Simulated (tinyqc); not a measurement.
# Small-signal admittance of a forward-biased p+-n diode: effects of single changes

Holes injected into a neutral base of width wb with an ohmic contact at its end; low injection, p0 far above the equilibrium density. A small voltage v exp(i w t), w = 2 pi f, modulates the edge density by p0 v/Vt, and the small-signal density obeys Dp d2p/dx2 = (1/tau + i w) p.

Values chosen for this exercise; permittivity close to that of silicon:
- T = 350 K (temperature)
- eps_r = 11.7 (relative permittivity)
- Nd = 1.3e15 cm^-3 (donor density of the base)
- Dp = 11 cm^2/s (hole diffusion coefficient)
- tau = 3e-7 s (hole lifetime)
- wb = 38 um (width of the neutral base)
- p0 = 4.8e11 cm^-3 (excess hole density at the junction edge)
- Na = 4e18 cm^-3 (acceptor density of the p+ side)
- Rs = 0.0043 ohm cm^2 (series resistance)
- f = 2.3e5 Hz (signal frequency)

Constants: q = 1.602176634e-19 C, kB = 1.380649e-23 J/K, Vt = kB T/q, eps0 = 8.8541878128e-14 F/cm where lengths are in cm. Results are converted to the units shown.

Each table varies one quantity; the others keep the values above.

## Admittance against frequency

L = sqrt(Dp tau); direct current J = (q Dp p0/L) coth(wb/L); k = sqrt(1 + i w tau)/L; diffusion admittance Y = (q Dp p0/Vt) k coth(k wb) = G + i w C_diff; junction capacitance C_j = sqrt(q eps0 eps_r Nd/(2 Vr)) in the depletion approximation, with the remaining barrier Vr = Vt ln(Na/p0), a rough value under forward bias; base-width modulation is left out. Measured admittance 1/[Rs + 1/(Y + i w C_j)].

The same in every row: C_j (uF/cm^2) = 0.01498.

Admittance against frequency:

| f (Hz) | w tau | G (S/cm^2) | C_diff (uF/cm^2) | measured G (S/cm^2) | measured C (uF/cm^2) | phase of the measured Y (degrees) |
|---|---|---|---|---|---|---|
| 2000 | 0.003770 | 0.01592 | 0.002083 | 0.01592 | 0.01706 | 0.7718 |
| 7000 | 0.01319 | 0.01592 | 0.002083 | 0.01592 | 0.01706 | 2.699 |
| 30000 | 0.05655 | 0.01592 | 0.002083 | 0.01592 | 0.01706 | 11.42 |
| 1e5 | 0.1885 | 0.01596 | 0.002080 | 0.01596 | 0.01706 | 33.89 |
| 5e5 | 0.9425 | 0.01687 | 0.002006 | 0.01688 | 0.01699 | 72.44 |
| 2e6 | 3.770 | 0.02414 | 0.001486 | 0.02432 | 0.01646 | 83.30 |
| 9e6 | 16.96 | 0.04631 | 7.721e-4 | 0.04971 | 0.01575 | 86.80 |
| 4e7 | 75.40 | 0.09543 | 3.747e-4 | 0.1594 | 0.01534 | 87.63 |
| 2e8 | 377.0 | 0.2123 | 1.685e-4 | 1.756 | 0.01502 | 84.69 |

Read the table: what changes, and by how much?

G starts at J/Vt = 0.0159 S/cm^2 and C_diff at (J tau/(2 Vt))(1 - 2 x/sinh 2x) = 0.00208 uF/cm^2, x = wb/L = 2.09. Between the last two rows G goes as f^(0.50) and C_diff as f^(-0.50); the limits are 1/2 and -1/2, reached when the signal penetrates only sqrt(Dp/w). The measured C is 0.014 % below C_diff + C_j in the first row and 0.85 % below it in the last, the difference being due to Rs.

## Effect of the hole lifetime

Same model as above.

The same in every row: C_j (uF/cm^2) = 0.01498.

Effect of the hole lifetime:

| tau (s) | w tau | G (S/cm^2) | C_diff (uF/cm^2) | measured G (S/cm^2) | measured C (uF/cm^2) | phase of the measured Y (degrees) |
|---|---|---|---|---|---|---|
| 3e-9 | 0.004335 | 0.1544 | 2.316e-4 | 0.1543 | 0.01519 | 8.099 |
| 1e-8 | 0.01445 | 0.08457 | 4.228e-4 | 0.08454 | 0.01539 | 14.74 |
| 6e-8 | 0.08671 | 0.03456 | 0.001033 | 0.03456 | 0.01601 | 33.80 |
| 3e-7 | 0.4335 | 0.01613 | 0.002066 | 0.01613 | 0.01705 | 56.78 |
| 1e-6 | 1.445 | 0.01077 | 0.002711 | 0.01077 | 0.01769 | 67.16 |
| 6e-6 | 8.671 | 0.008449 | 0.003073 | 0.008452 | 0.01805 | 72.05 |
| 3e-5 | 43.35 | 0.008052 | 0.003141 | 0.008055 | 0.01812 | 72.90 |

What does the table show?

As tau goes from 3e-9 to 3e-5, G falls from 0.154 to 0.00805 S/cm^2, C_diff rises from 2.32e-4 to 0.00314 uF/cm^2 and the measured C rises from 0.0152 to 0.0181 uF/cm^2. C_diff stays below C_j.

Numbers from tinyqc (`OMP_NUM_THREADS=1 python tinyqc.py 2890115 2890116 out.jsonl`; about 0.01 s on one thread of a shared Intel Xeon 2.30GHz).
